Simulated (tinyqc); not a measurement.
Joule-heated wire on a substrate, fin equation: one step of the calculation.

A wire of length L loses heat along itself to two contacts and sideways to the substrate: kap A theta'' - g theta + p = 0 with theta = T - T0 and p = p0. The ends are held at T0. Constant conductivity, diffusive heat flow.

Question. Temperature rise. Solve -c theta_(i-1) + d_i theta_i - c theta_(i+1) = b_i for nodes 1 to 7, with theta = 0 at nodes 0 and 8.

Inputs (values chosen for the exercise): temperature of substrate and contacts T0 = 350 K.

c = 0.20129032 uW/K

```
node	d (uW/K)	b (uW)
1	0.56920565	21.7
2	0.56920565	21.7
3	0.56920565	21.7
4	0.56920565	21.7
5	0.56920565	21.7
6	0.56920565	21.7
7	0.56920565	21.7
```

Find: theta.

Answer.

theta, node 0 to 8 (K): 0.00  76.05  107.23  119.39  122.56  119.39  107.23  76.05  0.00

Computed by the program tinyqc: `OMP_NUM_THREADS=1 python tinyqc.py 2520053 2520054 out.jsonl`, one thread of a shared Intel Xeon 2.30GHz, about 0.01 s for the whole run.
